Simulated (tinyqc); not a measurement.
Inside a calculation. Model: cell-based percolation model of oxide breakdown.

Program tinyqc, `OMP_NUM_THREADS=1 python tinyqc.py 2070089 2070090 out.jsonl`; Intel Xeon 2.30GHz, shared host, one thread, about 0.01 s. Printed values are rounded.

The oxide, of thickness n a, is cut into cubic cells. A cell is defective with the chance l = 1 - exp(-a^3 N), N = N1 (t/1 s)^al. A column of n defective cells breaks the oxide down, and the area holds M = A/a^2 independent columns: 1 - F = (1 - l^n)^M.

Values chosen for this exercise:

| symbol | value | unit | meaning |
|---|---|---|---|
| a | 1.5 | nm | edge of a cell |
| n | 4 |  | cells across the oxide |
| A | 4.7 | um^2 | area |
| al | 0.8 |  | exponent of defect growth |
| N1 | 4.9e17 | cm^-3 | defect density after 1 s |

## Critical defect density

At F = 1 - 1/e: l_c = (1 - exp(-1/M))^(1/n), N_bd = -ln(1 - l_c)/a^3, t63 = (N_bd/N1)^(1/al). W = ln(-ln(1 - F)); for small l, W = ln M + n ln(a^3 N), so the Weibull slope is n al.

thickness = 6 nm
M = 2.08889e6
l_c = 0.0263040
N_bd = 7.89810e18 cm^-3
N_bd times thickness = 4.73886e12 cm^-2
t63 = 32.2967 s
n al = 3.2

## The distribution

t, point 0 to 6 (s): [1.8, 3.7, 7.7, 16, 26, 32, 43]

N, l, F and W = ln(-ln(1 - F)) at each time; the slope is taken between the end points.

```
point   N (cm^-3)           l           F         W
0      7.84177e17  0.00264310  1.01940e-4  -9.19107
1      1.39559e18  0.00469904  0.00101796  -6.88945
2      2.50835e18  0.00842996   0.0104937  -4.55171
3      4.50290e18   0.0150824    0.102455  -2.22477
4      6.64010e18   0.0221611    0.395785  -0.68552
5         7.84e18   0.0261130    0.621400  -0.02914
6      9.93049e18   0.0329600    0.915014   0.90230
```

slope = 3.18060

The slope is 0.61 % below n al, since l grows a little more slowly than N.
